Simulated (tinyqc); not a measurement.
Classical Heisenberg spin chain: exact results, Metropolis, heat-bath and over-relaxation steps, and a Monte Carlo run: one step, computed by the program tinyqc. Command: `OMP_NUM_THREADS=1 python tinyqc.py 3130596 3130597 out.jsonl heismc walk`. One thread of a shared host (Intel(R) Xeon(R) Processor @ 2.30GHz), about 0.2 s of CPU time with the checks.

E = -J sum_i s_i . s_(i+1) for unit vectors s_i on an open chain; K = J/(k_B T).

Question. Four single-spin steps. The given spins are first normalised. Spins 2 and 3 are updated in turn, with h = K (sum of the two neighbours). Trial spin with z = 2 r1 - 1 and azimuth 2 pi r2; it is accepted if r3 < min(1, exp(h . s_trial - h . s_old)).

Inputs (values chosen for the exercise, for a model chain of large moments): temperature T = 33.4 K.

Update: Metropolis.

four neighbouring spins (rows; components x, y, z):
```
         1        2        3
1   0.4427  -0.8071  -0.3907
2   0.6878   0.4885  -0.5369
3  -0.9289   0.0735  -0.3629
4   0.8068   0.1611   0.5684
```

random numbers, one row a step:
```
        1       2       3
1  0.8604  0.3763  0.5128
2  0.7561  0.9798  0.9316
3  0.5105  0.4910  0.9558
4  0.2471  0.4085  0.6853
```

K = 3.821847

Give: the table «Steps» with the columns |h|, h . s before, h . s trial, acceptance, accepted, x, y, z.

Answer.

Steps:
```
spin     |h|  h . s before  h . s trial  acceptance  accepted        x         y         z
2     4.4282       -1.1014      -2.5207      0.2419        no  0.68781   0.48851  -0.53691
3     6.2296       -5.1674       4.6584      1.0000       yes  0.85196  -0.10872   0.51220
2     6.0785        1.4441      -5.1270      0.0014        no  0.68781   0.48851  -0.53691
3     6.2296        4.6584      -3.0318      0.0005        no  0.85196  -0.10872   0.51220
```
